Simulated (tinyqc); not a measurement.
Newton steps for the Fermi level: carrier statistics of a doped semiconductor with parabolic bands.

Parameters, chosen for this exercise (near those of GaP; the results hold for these values, not for the real material):
```
symbol   value    unit    meaning
ND       3.5e+15  1/cm^3  donors
NA       1.1e+12  1/cm^3  acceptors
E_start  1.987    eV      first guess of EF
cap      12               iteration cap
```

Eg = 2.279114 eV
kT = 0.0241285 eV
Nc = 2.42876e+19 1/cm^3
Nv = 1.70256e+19 1/cm^3

Boltzmann statistics and full ionisation: n = Nc exp((EF - Eg)/kT), p = Nv exp(-EF/kT). First run: Newton on f = p + ND - n - NA. Second run: Newton on ln(p + ND) - ln(n + NA). Stop when the step is below 1e-7 eV.

First run:
```
step  EF (eV)  n (1/cm^3)  step taken (kT)
1     1.98700    1.34e+14           25.084
2     2.59223    1.05e+25           -1.000
3     2.56810    3.86e+24           -1.000
4     2.54397    1.42e+24           -1.000
5     2.51985    5.23e+23           -1.000
6     2.49572    1.92e+23           -1.000
7     2.47159    7.08e+22           -1.000
8     2.44746    2.60e+22           -1.000
9     2.42333    9.58e+21           -1.000
10    2.39920    3.52e+21           -1.000
11    2.37507    1.30e+21           -1.000
12    2.35095    4.77e+20           -1.000
```

Second run:
```
step  EF (eV)  n (1/cm^3)  step taken (kT)
1     1.98700    1.34e+14            3.280
2     2.06614    3.57e+15           -0.019
3     2.06569    3.50e+15            0.000
```

Has the first run converged, and what does its course show?

No: the last step is still 1.00 kT. The first step jumps by 25.1 kT, far past the root, because the slope -(n + p)/kT is small at the start; after it n is far too large, the residual is a pure exponential, and Newton then retreats by one kT a step (11 such steps here). The rerun on the logarithm, which is close to linear in EF once n outweighs the compensating charge, converges in 3 steps to EF = 2.06569 eV.

Program tinyqc; command `OMP_NUM_THREADS=1 python tinyqc.py 1680568 1680569 out.jsonl`; about 0.02 s on one thread of a shared Intel(R) Xeon(R) Processor @ 2.30GHz.
